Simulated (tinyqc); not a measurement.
## Six-transistor SRAM cell, nodal equations and margins: effect of the supply voltage

Two cross-coupled inverters (pull-down bn, pull-up bp) hold the nodes Q and QB; access transistors (ba, threshold VTn, gate on the word line at Vdd when selected) join them to the bit lines. Transistor (EKV form, voltages against the body): I = 2 n b Vt^2 [F(vp - Vs) - F(vp - Vd)] from drain to source, F(v) = ln^2(1 + exp(v/(2 Vt))), vp = (Vg - VT + sg |Vd - Vs|)/n. n-channel bodies are at 0; for the p-channel device all voltages are counted down from Vdd. b in uA/V^2 gives I in uA. For an access transistor the bit line is the drain and the node the source. In a read both bit lines are at Vdd. The cell is symmetric (no mismatch).

f(x) is the node voltage of one half-cell for input x: In = Ip in hold, In = Ip + Ia in a read. Static noise margin: side of the largest square between the curve (x, f(x)) and its mirror image (f(y), y); with h(c) the root x of f(x) - x = c, it is the maximum over c > 0 of h(c) - h(-c) + c. Q is the low node in a read and Iread the current of its access transistor. The write trip is the voltage to which the bit line of the high node must fall (the other staying at Vdd) for that state to vanish; higher is easier, and a negative value means that a grounded bit line does not write.

Inputs (values chosen for the exercise): temperature T = 400 K; slope factor n = 1.16; drain-induced barrier lowering sg = 0.063; n-channel threshold VTn = 0.38 V; p-channel threshold (magnitude) VTp = 0.34 V; gain factor of the pull-down transistor bn = 200 uA/V^2; gain factor of the access transistor ba = 100 uA/V^2; gain factor of the pull-up transistor bp = 120 uA/V^2.

Constants: q = 1.602176634e-19 C, kB = 1.380649e-23 J/K, Vt = kB T/q. Results are converted to the units shown.

Result of one run:
```
hold margin (mV)  read margin (mV)  Q in a read (mV)  Iread (uA)  write trip (mV)
149.1                        92.05             26.95      0.1645            29.87
```

Which supply voltage Vdd gave this result: 0.4, 0.5, 0.6, 0.7 or 1 V?

Vdd = 0.4 V.

The whole series:
```
Vdd (V)  hold margin (mV)  read margin (mV)  Q in a read (mV)  Iread (uA)  write trip (mV)
0.4                 149.1             92.05             26.95      0.1645            29.87
0.5                 193.7             117.4             36.07      0.6836            44.44
0.6                 236.6             142.9             48.71       1.806            61.00
0.7                 277.0             168.1             63.70       3.585            78.59
0.85                331.4             203.1             88.28       7.460            106.1
1                   378.5             232.5             113.7       12.75            135.3
```

As Vdd goes from 0.4 to 1 V, the read margin rises from 92.0 to 232 mV, the write trip rises from 29.9 to 135 mV and Iread rises from 0.165 to 12.8 uA. The read margin is 0.62 of the hold margin in the first row and 0.61 in the last. At Vdd = 0.4 V the read margin is under 100 mV, which threshold mismatch, left out here, can use up in a large array.

tinyqc, about 0.1 s, one thread, Intel Xeon 2.30GHz (shared host): `OMP_NUM_THREADS=1 python tinyqc.py 2340071 2340072 out.jsonl`
